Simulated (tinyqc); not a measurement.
Rigid-ion and shell models of the dielectric response of an ionic crystal: one step, computed by the program tinyqc. Command: `OMP_NUM_THREADS=1 python tinyqc.py 3008782 3008783 out.jsonl shell walk`. One thread of a shared host (Intel(R) Xeon(R) Processor @ 2.30GHz), about 0.01 s of CPU time with the checks.

Charges +Z and -Z; 4 nearest neighbours, Madelung constant M = 1.638055, volume per ion pair Omega = 3.079201 d^3. Energy per pair U = -M Z^2 e2/d + 4 A exp(-d/rho), e2 = e^2/(4 pi eps_0). In the shell model the anion is a core of charge Y - Z and a massless shell of charge -Y, joined by the spring k; the repulsion acts on the shell. Each ion feels the Lorentz field E + (4 pi/3) P (Gaussian units).

Task: Rigid ions. With C = 4 pi Z^2 e2/(3 Omega): mu lambda_TO = R - C, mu lambda_LO = R + 2 C; eps_inf = 1 and eps_s = lambda_LO/lambda_TO. lambda in eV/(angstrom^2 u) gives the wavenumber 15.6333042 x 33.35640952 x sqrt(lambda); mu is the reduced mass.

Inputs (values chosen for the exercise, for a model crystal): ionic charge Z = 1 e; cation mass = 77.9 u; anion mass = 79.9 u.

Structure: zinc blende.

volume Omega = 76.66315 angstrom^3

repulsive spring R = 2.684290 eV/angstrom^2

Constants: e^2/(4 pi eps_0) = 14.39964548 eV angstrom; nu for 1 eV/(angstrom^2 u) = 15.6333042 THz; 1 THz = 33.35640952 1/cm.

Give: Coulomb spring C; omega_TO, rigid ions; omega_LO, rigid ions; eps_s, rigid ions.

Result:

Coulomb spring C = 0.7868 eV/angstrom^2

omega_TO, rigid ions = 114.4 1/cm

omega_LO, rigid ions = 171.3 1/cm

eps_s, rigid ions = 2.244
